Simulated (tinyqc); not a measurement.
# Planar ballistic transistor, top-of-the-barrier model: effect of the band edge at the barrier top above the source Fermi level at zero bias

At the top of the source barrier, states moving towards the drain are filled by the source (Fermi level 0) and states moving back by the drain (Fermi level -q Vd); nothing scatters. U is the shift of the band edge there, set by the capacitances CG, CD and CS (the total) and by the charge. Parabolic two-dimensional band; the source is grounded.

N0 = gv m kB T/(pi hbar^2), CG = eps0 eox/tox, vT = sqrt(2 kB T/(pi m)), CS = CG/aG, n0 = n at U = 0 and Vd = 0. eta1 = -(E0 + U)/Vt, eta2 = eta1 - Vd/Vt, n = (N0/2)[F_0(eta1) + F_0(eta2)], F_0(x) = ln(1 + exp x). U = UL + q (n - n0)/CS with UL = -(aG Vg + aD Vd), energies in eV. I = q (N0/2) vT [F_(1/2)(eta1) - F_(1/2)(eta2)] per width, F_(1/2)(x) = (2/sqrt(pi)) int_0^infinity u^(1/2)/(1 + exp(u - x)) du. CQ = (q/Vt) dn/d(eta1).

Parameters, values chosen for the exercise; mass and valleys close to those of silicon (two valleys):
```
symbol,value,unit,meaning
T,77,K,temperature
m,0.195,m0,effective mass
gv,2,,valley degeneracy
eox,3.9,,relative permittivity of the gate insulator
tox,2.7,nm,insulator thickness
aG,0.77,,gate control CG/CS
aD,0.056,,drain control CD/CS
Vg,0.7,V,gate voltage
Vd,0.7,V,drain voltage
```

Constants: q = 1.602176634e-19 C, kB = 1.380649e-23 J/K, hbar = 1.054571817e-34 J s, m0 = 9.1093837015e-31 kg, Vt = kB T/q, eps0 = 8.8541878128e-14 F/cm where lengths are in cm. Results are converted to the units shown.

Effect of the band edge at the barrier top above the source Fermi level at zero bias:
```
E0 (eV)    eta1  n (cm^-2)  I (uA/um)  mean velocity I/(q n) (cm/s)   CQ/CS
0.1      8.1362  4.3978e12     950.85                      1.3495e7  7.8552
0.15     7.2851  3.9380e12     809.41                      1.2829e7  7.8521
0.2      6.4336  3.4782e12     676.25                      1.2135e7  7.8449
0.25     5.5809  3.0185e12     551.91                      1.1412e7  7.8280
0.3      4.7257  2.5590e12     437.03                      1.0659e7  7.7884
0.35     3.8644  2.0999e12     332.37                      9.8788e6  7.6960
0.4      2.9884  1.6418e12     238.73                      9.0755e6  7.4807
0.45     2.0765  1.1862e12     156.99                      8.2605e6  6.9822
```

As E0 goes from 0.1 to 0.45 eV, n falls from 4.40e12 to 1.19e12 cm^-2, the mean velocity falls from 1.35e7 to 8.26e6 cm/s and the current falls from 951 to 157 uA/um. CQ/CS goes from 7.9 to 7.0.

tinyqc, about 0.01 s, one thread, Intel Xeon 2.30GHz (shared host): `OMP_NUM_THREADS=1 python tinyqc.py 2400034 2400035 out.jsonl`
